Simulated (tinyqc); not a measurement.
Gain against electron density: polytypes and stacking faults of a tetrahedral semiconductor in an axial Ising model with couplings up to third neighbours. Computed by tinyqc, a small Python program. Command: `OMP_NUM_THREADS=1 python tinyqc.py 3019362 3019363 out.jsonl polytype walk`. One thread of a shared host (Intel(R) Xeon(R) Processor @ 2.30GHz), about 0.01 s of CPU time with the checks.

Each double layer has s = +1 or -1 for the sense of its stacking step; E per pair of atoms = E0 - sum_n J_n <s_i s_(i+n)>, n = 1, 2, 3. Hexagonality h = (1 - <s_i s_(i+1)>)/2.

Inputs (values chosen for the exercise, of the order of those of GaAs for J, a, G and the gaps):

| quantity | value | unit |
|---|---|---|
| J1 | 9.75 | meV/pair |
| J2 | -0.724 | meV/pair |
| J3 | -0.19 | meV/pair |
| basal lattice constant a | 4 | angstrom |
| binding energy of the fault level E_b | 0.053 | eV |
| in-plane mass m | 0.34 | m0 |
| effective density of states N_c at 300 K | 2.7e+19 | 1/cm^3 |
| temperature T | 450 | K |

Host polytype: 3C.

Constants: 1 eV/angstrom^2 = 16.02176634 J/m^2; m_0 = 9.1093837015e-31 kg; hbar = 1.054571817e-34 J s; k_B = 1.380649e-23 J/K; k_B = 8.617333262e-05 eV/K.

Method. Faults in 3C: the sequences intrinsic (-), extrinsic (--), twin boundary (+ turns to -) are put between perfect repeats; k_n = (layers x C_n of the host) - sum_i s_i s_(i+n). gamma = sum k_n J_n/A, A = (sqrt 3/2) a^2; 1 meV/angstrom^2 = 16.02177 mJ/m^2. The fault binds electrons in a two-dimensional band E_b below the conduction edge, g2 = m m0/(pi hbar^2) for one valley. With the Fermi level held by the bulk, eta = ln[n/N_c(T)], N_c(T) = N_c (T/300)^1.5, the grand potential falls by g2 (k_B T)^2 F1(x), x = eta + E_b/(k_B T), F1(x) = integral from 0 to infinity of ln(1 + exp(x - t)) dt; sheet density g2 k_B T ln(1 + e^x). Band bending by the trapped charge is left out, so the gain is an upper bound.

fault coefficients k_n:
```
               J1  J2  J3
intrinsic       4   4   4
extrinsic       4   8   8
twin boundary   2   4   6
```

energy of the glide fault, intrinsic = 40.8673 mJ/m^2

At T:

| n (1/cm^3) | x | sheet density (1/cm^2) | gain (mJ/m^2) | gain/gamma | gain/gamma at T + 200 K |
|---|---|---|---|---|---|
| 1.00e+14 | -11.748 | 4.3554e+07 | 2.7060e-06 | 6.6215e-08 | 5.2260e-08 |
| 1.00e+15 | -9.445 | 4.3553e+08 | 2.7060e-05 | 6.6213e-07 | 5.2259e-07 |
| 1.00e+16 | -7.142 | 4.3537e+09 | 2.7055e-04 | 6.6202e-06 | 5.2256e-06 |
| 1.00e+17 | -4.840 | 4.3383e+10 | 2.7007e-03 | 6.6084e-05 | 5.2221e-05 |
| 1.00e+18 | -2.537 | 4.1918e+11 | 2.6543e-02 | 6.4950e-04 | 5.1874e-04 |
| 5.00e+18 | -0.928 | 1.8350e+12 | 1.2386e-01 | 3.0307e-03 | 2.5213e-03 |
| 2.00e+19 | 0.458 | 5.2235e+12 | 4.0952e-01 | 1.0021e-02 | 9.2025e-03 |

For x well below 0 the gain is k_B T times the sheet density and linear in n; for x well above 0 the well fills and the gain grows only about as x^2. It stays below the fault energy in all rows; 200 K more changes it by a factor 0.79 at 1e16.
